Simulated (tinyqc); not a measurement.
## Slope factor and drain-induced lowering from three currents

Question. With source and body at 0 V, I = A exp((Vg + dd Vd)/(nf Vt)) (1 - exp(-Vd/Vt)). Find nf, the swing nf Vt ln 10 and dd.

Parameters, values chosen for the exercise:
```
symbol  value  unit      meaning
T         330     K  temperature
```

Constants: q = 1.602176634e-19 C, kB = 1.380649e-23 J/K, Vt = kB T/q. Results are converted to the units shown.

currents at (Vg, Vd) = (0, 0.05), (0, 1) and (0.06, 1) V (nA/um): 0.072229248  2.1482504  9.1138864

Solution. The pair at equal Vd gives nf; the pair at equal Vg, after dividing out the factors 1 - exp(-Vd/Vt), gives dd.

nf = 1.46
swing = 95.6 mV/decade
dd = 0.140

tinyqc, about 0.04 s, one thread, Intel Xeon 2.30GHz (shared host): `OMP_NUM_THREADS=1 python tinyqc.py 2242087 2242088 out.jsonl`
